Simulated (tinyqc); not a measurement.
Raising U: Hubbard chain of 4 sites, mean field against exact. Computed by the program tinyqc. 

one-body matrix (hopping and site energies) (eV):
```
         1        2        3        4
1   0.0000  -1.2000   0.0000   0.0000
2  -1.2000   0.0000  -1.2000   0.0000
3   0.0000  -1.2000   0.0000  -1.2000
4   0.0000   0.0000  -1.2000   0.0000
```

electrons, up and down: 2  1

Collinear unrestricted mean field (the lowest of 40 random starts) against exact diagonalisation.

Exact and mean-field results (eV):
```
U            U/t    E exact  E mean field  mean |n_up - n_down|  double occupancy, exact  first gap in the sector
0.6000    0.5000  -4.341823     -4.327649                0.2500                   0.1110                   1.1820
1.2000    1.0000  -4.091885     -4.036376                0.2500                   0.0974                   1.1352
2.4000    2.0000  -3.683442     -3.481006                0.2500                   0.0736                   1.0032
3.6000    3.0000  -3.377139     -2.997343                0.3772                   0.0550                   0.8678
4.8000    4.0000  -3.147761     -2.629594                0.4977                   0.0414                   0.7503
7.2000    6.0000  -2.839851     -2.183199                0.6262                   0.0246                   0.5754
9.6000    8.0000  -2.649681     -2.012503                0.7278                   0.0159                   0.4598
14.4000  12.0000  -2.434061     -1.905449                0.7408                   0.0079                   0.3236
24.0000  20.0000  -2.244924     -1.821726                0.7468                   0.0031                   0.2008
```

In absolute terms mean field is worst at U/t = 6.0, 0.657 eV too high: at small U it is nearly exact, and at large U it still misses the motion of the hole through a fluctuating spin background. Relative to the exact energy its error is 0.3 % at the smallest U, 24 % at most and 19 % at the largest. The double occupancy falls from 0.111 to 0.003.
